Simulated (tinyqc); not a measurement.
What moves the results: bond unit of a tetrahedral oxide and its oxygen vacancy in tight binding. A value that a table varies takes the place of the one given here.

Two sp3 hybrids h1, h2 at eh = (es + 3 ep)/4 point at one oxygen with orbitals s, px, py, pz; x joins the two cations, z bisects the angle phi, and th = (180 - phi)/2. With u = hbar^2/(m d^2) = 2c/d^2, c = hbar^2/2m0: Vhs = -(1.32 + sqrt3 x 1.42) u/2 and Vhp = (1.42 + sqrt3 x 2.22) u/2. <h|s> = Vhs for both; <h1|px> = Vhp cos(th), <h2|px> = -Vhp cos(th); <h|pz> = Vhp sin(th) for both; py is a lone pair. The unit holds 8 electrons. Coupling between units, which widens the levels into bands, is left out.

Without the oxygen the two hybrids face each other at distance R and couple by -V2, V2 = 3.22 x 2c/R^2, c = hbar^2/2m0: a bond at eh - V2 with two electrons and an antibond at eh + V2. Levels are measured from eop, the lone-pair level that stands for the top of the valence band.

Constants: hbar^2/2m0 = 3.80998211 eV angstrom^2.

Inputs chosen for the exercise (near tabulated values for SiO2; shifted at random, so the results belong to these values and not to a real crystal):
- es = -14.84 eV (s level of the cation)
- ep = -7.58 eV (p level of the cation)
- eos = -34.26 eV (s level of oxygen)
- eop = -16.66 eV (p level of oxygen)
- d = 1.62 angstrom (cation-oxygen distance)
- phi = 150 degrees (bond angle at oxygen)
- R = 2.39 angstrom (cation-cation distance across the vacancy)

## Bond angle at oxygen

phi is varied at fixed d. Levels above eop; cation-cation distance 2 d cos(th); band energy is twice the sum of the four filled levels, relative to phi = 180; excess on O is the number of electrons on oxygen less 6.

Against phi:

| phi (deg) | distance (angstrom) | level 2 | level 3 | level 5 | level 6 | excess on O | band energy (eV) |
|---|---|---|---|---|---|---|---|
| 110 | 2.654 | -5.939 | -2.736 | 12.379 | 13.204 | 0.897 | -2.117 |
| 120 | 2.806 | -6.409 | -2.187 | 11.791 | 13.674 | 0.924 | -1.882 |
| 130 | 2.936 | -6.816 | -1.645 | 11.215 | 14.081 | 0.963 | -1.545 |
| 140 | 3.045 | -7.155 | -1.134 | 10.675 | 14.420 | 1.010 | -1.142 |
| 150 | 3.130 | -7.423 | -0.680 | 10.199 | 14.688 | 1.063 | -0.724 |
| 160 | 3.191 | -7.616 | -0.318 | 9.820 | 14.881 | 1.114 | -0.353 |
| 170 | 3.228 | -7.732 | -0.082 | 9.574 | 14.997 | 1.152 | -0.093 |
| 180 | 3.240 | -7.771 | 0.000 | 9.488 | 15.036 | 1.167 | 0.000 |

What does this show, and why?

Bending moves coupling from px to pz: level 2 rises from -7.77 to -5.94 eV and level 3 falls from 0.00 to -2.74 eV between 180 and 110 degrees. The lowest empty level is lowest at 180 degrees (9.49 eV) and highest at 110 (12.38 eV), so a spread of angles in a glass smears the conduction edge. The band energy is lowest at 110 degrees of those listed (-2.12 eV); the repulsion of the cations, not included, opposes bending.

## The vacancy as the cations move

R is varied; eh = (es + 3 ep)/4. The last two columns are the band energies of the bond with two electrons, -2 V2, and with one, -V2.

Against R (eV):

| R (angstrom) | V2 | bond level | antibond level | two electrons | one electron |
|---|---|---|---|---|---|
| 2.20 | 5.069 | 2.196 | 12.334 | -10.139 | -5.069 |
| 2.35 | 4.443 | 2.822 | 11.708 | -8.886 | -4.443 |
| 2.50 | 3.926 | 3.339 | 11.191 | -7.852 | -3.926 |
| 2.70 | 3.366 | 3.899 | 10.631 | -6.731 | -3.366 |
| 3.00 | 2.726 | 4.539 | 9.991 | -5.453 | -2.726 |
| 3.30 | 2.253 | 5.012 | 9.518 | -4.506 | -2.253 |
| 3.70 | 1.792 | 5.473 | 9.057 | -3.585 | -1.792 |
| 4.20 | 1.391 | 5.874 | 8.656 | -2.782 | -1.391 |

What can be read from the table?

The bond level rises from 2.20 eV at 2.2 to 5.87 eV at 4.2 angstrom, towards the lone hybrid at 7.27 eV. Taking one electron away halves the pull between the cations (at 2.5 angstrom from 6.28 to 3.14 eV/angstrom), so the positive vacancy relaxes outward and its level moves up: capture and release of a hole take place at different energies.

## What each value does

Spacing from the highest filled to the lowest empty level, excess electrons on oxygen (their number less 6), and the vacancy bond level eh - V2 - eop, V2 = 3.22 x 2c/R^2. Each row changes one parameter from the base and keeps the others.

Results:

| case | spacing (eV) | excess on O | vacancy level (eV) |
|---|---|---|---|
| base | 10.1986 | 1.0629 | 2.9695 |
| es = -14.34 eV | 10.3071 | 1.0712 | 3.0945 |
| ep = -7.08 eV | 10.5247 | 1.0876 | 3.3445 |
| eos = -32.26 eV | 10.3428 | 1.0488 | 2.9695 |
| eop = -16.16 eV | 9.7326 | 1.0318 | 2.4695 |
| d = 1.66 angstrom | 9.9596 | 1.0921 | 2.9695 |
| phi = 142 degrees | 10.5736 | 1.0203 | 2.9695 |
| R = 2.54 angstrom | 10.1986 | 1.0629 | 3.4619 |

What can be read from the table?

The largest shifts from the base row, up to three for each result and ties (the steps differ in size, so this ranks the rows, not the parameters). spacing (eV): eop -0.4659, phi +0.3750, ep +0.3261; unchanged at the printed digits by R. excess on O: phi -0.0426, eop -0.0311, d +0.0292; unchanged at the printed digits by R. vacancy level (eV): eop -0.5000, R +0.4924, ep +0.3750; unchanged at the printed digits by eos, d and phi.

Computed by tinyqc, a small Python program: `OMP_NUM_THREADS=1 python tinyqc.py 1480514 1480515 out.jsonl` (the numbers bound the seed that draws the inputs); one thread of a shared host (Intel(R) Xeon(R) Processor @ 2.30GHz), about 0.01 s for the whole set of steps.
